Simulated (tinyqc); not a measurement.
Changing the thickness d_2: longitudinal sound in a periodic multilayer: transfer matrices, stop bands and folded phonons. Computed by tinyqc, a small Python program. Command: `OMP_NUM_THREADS=1 python tinyqc.py 3027368 3027369 out.jsonl multilayer sweep`. One thread of a shared host (Intel(R) Xeon(R) Processor @ 2.30GHz), about 0.01 s of CPU time with the checks.

Layers 1 and 2 repeat with period d = d_1 + d_2; waves travel normal to the layers, without loss. State vector (u, s): displacement u and stress divided by omega. Impedances Z = rho v are in 1e6 kg/(m^2 s).

Inputs (values chosen for the exercise, modelled on silica (layer 1), platinum (layer 2) and silicon (substrate)):
```
quantity            value    unit
density rho_1        2.24  g/cm^3
velocity v_1         6050     m/s
thickness d_1        9.58      nm
density rho_2        21.1  g/cm^3
velocity v_2         4010     m/s
substrate density     2.3  g/cm^3
substrate velocity   8510     m/s
periods N              12       -
```

Method:
- Z = rho v; interface reflection r = (Z_2 - Z_1)/(Z_2 + Z_1) (stress amplitude, from 1 into 2); Bragg frequency f_B = 1/[2 (d_1/v_1 + d_2/v_2)]; long-wave velocity v_eff = d/sqrt[(d_1/v_1)^2 + (d_2/v_2)^2 + (Z_1/Z_2 + Z_2/Z_1)(d_1/v_1)(d_2/v_2)].
- A layer maps (u, s) by [[cos p, sin p/Z], [-Z sin p, cos p]], p = 2 pi f d_i/v_i; one period is M = M_2 M_1, and cos(q d) = trace(M)/2.
- For N periods A = M^N. A wave comes from a thick layer of material 1 and leaves into the substrate (Z_s): transmitted power T = 4 Z_1 Z_s/|Z_1 A_22 + Z_s A_11 - i (Z_1 Z_s A_12 - A_21)|^2, reflected power R = 1 - T.
- Gap m contains m f_B; its edges, where trace(M)/2 = (-1)^m, are found by root search. Weak-contrast estimate of the width: (4 f_B/pi) |r sin(m pi a)|, a = (d_1/v_1)/(d_1/v_1 + d_2/v_2).

One run for each value:
```
thickness d_2 (nm)  width/f_B (%)  Bragg frequency f_B (GHz)  transmitted power at f_B  long-wave velocity v_eff (m/s)
1.06                        50.80                     270.59                2.0013e-09                          4640.3
1.66                        63.97                     250.32                1.2068e-12                          4286.4
2.59                        78.78                     224.28                8.4666e-16                          3953.9
4.06                        94.47                     192.61                3.5422e-18                          3671.9
6.35                       103.06                     157.88                4.6941e-19                          3470.3
9.94                        94.44                     123.08                3.5712e-18                          3358.2
15.60                       78.71                      91.35                8.7378e-16                          3332.6
24.30                       63.96                      65.42                1.2166e-12                          3376.6
38.10                       50.75                      45.11                2.0538e-09                          3467.1
```

Over the rows, width/f_B (%) goes from 50.8 through a maximum among these rows, 103 at 6.35, to 50.7; Bragg frequency f_B (GHz) falls from 271 to 45.1 (exponent d ln y / d ln x -0.17 between the first rows and -0.83 between the last); transmitted power at f_B goes from 2.00e-9 through a minimum among these rows, 4.69e-19 at 6.35, to 2.05e-9. The relative width is largest when both layers have equal transit times, at d_2 = 6.35 nm.

Caution (all rows): so small a transmitted power at f_B holds only for perfect layers and strictly normal incidence.

Extremes, crossings and ranges named in words are read from the listed rows.
